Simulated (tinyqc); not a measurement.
On-chip interconnect, size-dependent resistivity and RC delay: course in time.

A rectangular line between two neighbours and two ground planes. Surface and grain-boundary scattering are added to the bulk resistivity as corrections; capacitances are parallel-plate values without fringing; inductance is ignored.

7 equal pi sections: series Rs = r Lw/7; node capacitances c Lw/7, halved at nodes 0 and 7, with Cl added to node 7; Rd feeds node 0. Elmore delay of node k: the sum, over the resistors on the path to k, of resistance times all capacitance downstream of it.

A 1 V step is applied behind Rd at t = 0. C dv/dt = -G v + b, with G the conductance matrix of the ladder (1/Rs between neighbours, 1/Rd added at node 0) and b = (1 V/Rd, 0, ...). Trapezoidal step: (C/dt + G/2) v(new) = (C/dt - G/2) v + b. The last column solves the same ladder exactly by its modes.

Values chosen for this exercise:
```
symbol,value,unit,meaning
Rd,3300,ohm,driver resistance
dt,6.5,ps,time step
```

Rs = 277.883 ohm

| node | C (fF) |
|---|---|
| 0 | 0.404885 |
| 1 | 0.809770 |
| 2 | 0.809770 |
| 3 | 0.809770 |
| 4 | 0.809770 |
| 5 | 0.809770 |
| 6 | 0.809770 |
| 7 | 0.584885 |

Voltages (V):

| t (ps) | node 0 | node 3 | node 7 | node 7, exact |
|---|---|---|---|---|
| 6.5000 | 0.49846 | 0.24607 | 0.14683 | 0.18079 |
| 13.000 | 0.44437 | 0.44477 | 0.39473 | 0.37974 |
| 19.500 | 0.71344 | 0.56077 | 0.53053 | 0.53052 |
| 26.000 | 0.67616 | 0.68833 | 0.64553 | 0.64465 |
| 32.500 | 0.84609 | 0.74598 | 0.73660 | 0.73103 |
| 39.000 | 0.80441 | 0.82425 | 0.79533 | 0.79641 |
| 45.500 | 0.92301 | 0.85353 | 0.85080 | 0.84590 |
| 52.000 | 0.87777 | 0.90070 | 0.88263 | 0.88336 |
| 58.500 | 0.96616 | 0.91568 | 0.91504 | 0.91172 |
| 65.000 | 0.92066 | 0.94380 | 0.93297 | 0.93318 |
| 71.500 | 0.98972 | 0.95155 | 0.95143 | 0.94942 |
| 78.000 | 0.94620 | 0.96810 | 0.96187 | 0.96172 |

The far end of the ladder reaches 0.5 V at 18.03 ps, 0.717 of its Elmore delay (ln 2 = 0.693 for a single pole); the slowest mode has a time constant of 23.34 ps. The largest error of the trapezoidal steps at that node is 34 mV. Node 0 swings up and down from step to step: the trapezoidal rule does not damp modes much faster than dt, so these swings are numerical.

Range of the model: The metal width is under the mean free path, where the thick-limit surface term and the simple sum of corrections lose accuracy.

Computed by the program tinyqc: `OMP_NUM_THREADS=1 python tinyqc.py 2100173 2100174 out.jsonl`, one thread of a shared Intel Xeon 2.30GHz, about 0.01 s for the whole run.
